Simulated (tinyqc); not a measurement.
# Which input was changed?

Model: oxide trap near a transistor channel: two-state multiphonon kinetics, telegraph noise and bias instability. Computed by tinyqc, a small Python program. Command: `OMP_NUM_THREADS=1 python tinyqc.py 3021570 3021571 out.jsonl oxidetrap which`. One thread of a shared host (Intel(R) Xeon(R) Processor @ 2.30GHz), about 0.07 s of CPU time with the checks.

An n-channel device under positive gate bias. The trap is empty (state 1) or holds an electron (state 2); both states are parabolas of equal curvature, and the electron reservoir is taken at the Fermi level of the channel.

Inputs (values chosen for the exercise, with an insulator like Si3N4 on silicon):
```
quantity                                value   unit
insulator constant eps_ox                7.08      -
insulator thickness t_ox                    3     nm
trap depth x from the interface          0.96     nm
tunnel barrier phi_b                        2     eV
tunnelling mass m_ox                      0.4    m_0
trap level above E_F at zero field E_t   0.24     eV
relaxation energy E_R                     2.6     eV
oxide field F                             1.6  MV/cm
attempt rate k_0 at the interface       6e+12    1/s
temperature T                             200      K
channel width W                            36     nm
channel length L                           73     nm
frequency f                               400     Hz
stress time t_s                          4000      s
mean capture barrier mu_c                0.98     eV
spread of the barriers s_c               0.17     eV
saturation shift dV_max                   190     mV
```

Parts treated: one trap and an ensemble.

Constants: hbar^2/(2 m_0) = 3.80998212 eV angstrom^2; k_B = 8.617333262e-05 eV/K; e = 1.602176634e-19 C; eps_0 = 8.8541878128e-12 F/m.

Method:
- kappa = sqrt(2 m_ox phi_b)/hbar = sqrt(m_ox phi_b/(hbar^2/2m_0)); attenuation length lambda = 1/(2 kappa); factor exp(-x/lambda) for a rectangular barrier.
- E_21 = E_t - e F x is the energy of state 2 over state 1; barriers E_c = (E_R + E_21)^2/(4 E_R), E_e = E_c - E_21; tau_c = exp(E_c/k_B T)/(k_0 P), tau_e = exp(E_e/k_B T)/(k_0 P), P the tunnelling factor; occupation f_2 = tau_e/(tau_c + tau_e); 1/tau_0 = 1/tau_c + 1/tau_e.
- Charge-sheet step dV = e (t_ox - x)/(eps_ox eps_0 W L); Lorentzian spectrum S(f) = 4 dV^2 tau_0^2/((tau_c + tau_e)(1 + (2 pi f tau_0)^2)); corner 1/(2 pi tau_0); variance dV^2 f_2 (1 - f_2) = dV^2 tau_0/(tau_c + tau_e).
- For a normal spread of capture barriers (given for the stress field, with depth and field not resolved, k_0 being taken as the effective rate of the ensemble), traps with barrier below k_B T ln(k_0 t) are filled: dV(t) = (dV_max/2) erfc((mu_c - k_B T ln(k_0 t))/(sqrt(2) s_c)); local exponent n = d ln dV/d ln t (central difference, factor 1.01 in t).

Question. One of these inputs alone was changed, within the range given: trap depth x from the interface (0.48 to 1.92); trap level above E_F at zero field E_t (0.12 to 0.48); mean capture barrier mu_c (0.49 to 1.96); stress time t_s (2000 to 8000). Which one, and to what value?

Results:
```
run     emission time tau_e (s)  corner frequency (Hz)  shift after t_s (mV)
before                  2246741           7.130921e-08              4.965010
after                   6390841           2.632082e-08              4.965010
```

Answer.

Each candidate set to reproduce emission time tau_e, and what it then gives:
```
candidate                                    range searched  value needed  corner frequency (Hz)  shift after t_s (mV)
trap depth x from the interface (nm)           0.48 to 1.92         1.037             2.5241e-08                4.9650
trap level above E_F at zero field E_t (eV)    0.12 to 0.48        0.2030             2.6321e-08                4.9650
mean capture barrier mu_c (eV)                 0.49 to 1.96     no effect                      -                     -
stress time t_s (s)                            2000 to 8000     no effect                      -                     -
```

Only trap level above E_F at zero field E_t fits every result: it went from 0.24 to 0.203 eV. The next best candidate, trap depth x from the interface, misses one result by 4.1 %.

Caution: at this temperature nuclear tunnelling through such barriers shortens the times below these classical values.
